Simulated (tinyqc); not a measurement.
Changing the atoms per primitive cell n: estimate of lattice thermal conductivity from elastic moduli (Slack, Klemens and Cahill formulas). Computed by tinyqc, a small Python program. Command: `OMP_NUM_THREADS=1 python tinyqc.py 3028804 3028805 out.jsonl slack sweep`. One thread of a shared host (Intel(R) Xeon(R) Processor @ 2.30GHz), about 0.01 s of CPU time with the checks.

An isotropic solid.

Inputs (values chosen for the exercise, for a model crystal): bulk modulus B = 374 GPa; shear modulus G = 319 GPa; volume per atom V = 30.5 angstrom^3; mean atomic mass M = 84.6 u; volume expansion coefficient alpha_V = 3.98 ppm/K; temperature T = 900 K; disorder parameter Gamma = 0.00014; grain size d = 22 nm.

Grueneisen parameter: from thermal expansion.

Constants: u = 1.6605390666e-27 kg; hbar = 1.054571817e-34 J s; k_B = 1.380649e-23 J/K; h = 6.62607015e-34 J s.

Method:
- rho = M/V; vL = sqrt((B + 4G/3)/rho), vT = sqrt(G/rho); v_m = [(vL^-3 + 2 vT^-3)/3]^(-1/3); Poisson ratio sigma = (3B - 2G)/(6B + 2G); Theta = hbar v_m (6 pi^2/V)^(1/3)/k_B.
- gamma = alpha_V B V/(3 k_B), with the classical heat capacity 3 k_B per atom.
- Slack, an estimate for T near or above Theta_a: kappa = A M Theta_a^3 delta n^(1/3)/(gamma^2 T) in W/(m K), with M in u, delta = V^(1/3) in angstrom, Theta_a = Theta n^(-1/3) and A = 2.43e-6/(1 - 0.514/gamma + 0.228/gamma^2).
- High-temperature forms with the classical heat capacity. Klemens: kappa/kappa_0 = arctan(u)/u, u^2 = pi^2 Theta V Gamma kappa_0/(h v_m^2). Grains: 1/kappa_poly = 1/kappa + 1/(C v_m d/3), C = 3 k_B/(n V), the acoustic branches alone.
- Cahill minimum: kappa_min = (pi/6)^(1/3) k_B V^(-2/3) sum over L, T, T of v (T/Theta_i)^2 int_0^(Theta_i/T) x^3 e^x/(e^x - 1)^2 dx, Theta_i = Theta v_i/v_m (64 Gauss-Legendre points).
- Its high-temperature limit is (1/2) (pi/6)^(1/3) k_B V^(-2/3) (vL + 2 vT).

One run for each value; columns: (1) atoms per primitive cell n; (2) kappa of the perfect crystal (W/(m K)); (3) kappa of the polycrystal (W/(m K)); (4) acoustic Debye temperature Theta_a (K); (5) kappa_min (W/(m K)); (6) kappa_poly/kappa_min:
```
(1)     (2)     (3)     (4)     (5)     (6)
1    547.43  76.951  872.55  1.6125  47.722
2    344.86  39.936  692.54  1.6125  24.766
4    217.25  20.542  549.67  1.6125  12.740
6    165.79  13.881  480.18  1.6125   8.608
10   117.94   8.449  405.00  1.6125   5.240
20    74.30   4.292  321.45  1.6125   2.662
40    46.80   2.173  255.13  1.6125   1.348
80    29.49   1.097  202.50  1.6125   0.680
```

Describe and explain the trends.

Over the rows, kappa of the perfect crystal (W/(m K)) falls from 547 to 29.5 (exponent d ln y / d ln x about -0.67 throughout); kappa of the polycrystal (W/(m K)) falls from 77.0 to 1.10 (exponent d ln y / d ln x about -0.97 throughout); acoustic Debye temperature Theta_a (K) falls from 873 to 203 (exponent d ln y / d ln x about -0.33 throughout). The exponent of kappa of the perfect crystal stays at -0.67: only 3 of the 3n branches are acoustic, which gives n^(-2/3). More atoms in the cell fold acoustic branches into flat optical ones, which carry little heat; the minimum conductivity counts all modes and does not change.

Caution (rows 40, 80): the estimate comes near or below kappa_min; the free path cannot fall under half a wavelength, so the true value levels off near kappa_min.

Extremes, crossings and ranges named in words are read from the listed rows.
